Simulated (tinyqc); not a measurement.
Precursor delivery by bubblers, mass-transport growth and the solid composition of a III-V alloy: one step, computed by the program tinyqc.

1 sccm = 44.615 micromol/min; 1 torr = 133.322 Pa. The sources decompose fully at the surface.

Question. Partial pressures in the reactor. p_i = p n_i/(44615 F_t), F_t in slm; p_V = p F_V/(1000 F_t), counted per molecule supplied; V/III = 44.615 F_V/(n1 + n2); vapour fraction of source 2 = n2/(n1 + n2).

Inputs (values chosen for the exercise, modelled on triethylgallium (source 1) and trimethylindium (source 2) for the vapour pressures):

| quantity | value | unit |
|---|---|---|
| bath temperature T1 | 296 | K |
| bath temperature T2 | 306 | K |
| total flow F_t | 12 | slm |
| group-V flow F_V | 260 | sccm |
| reactor pressure p | 200 | torr |

molar flow 1 = 16.01393 micromol/min

molar flow 2 = 12.17799 micromol/min

Give: p_1; p_2; p_V; V/III ratio; vapour fraction of source 2.

Answer.

p_1 = 0.005982 torr

p_2 = 0.004549 torr

p_V = 4.333 torr

V/III ratio = 411.5

vapour fraction of source 2 = 0.4320
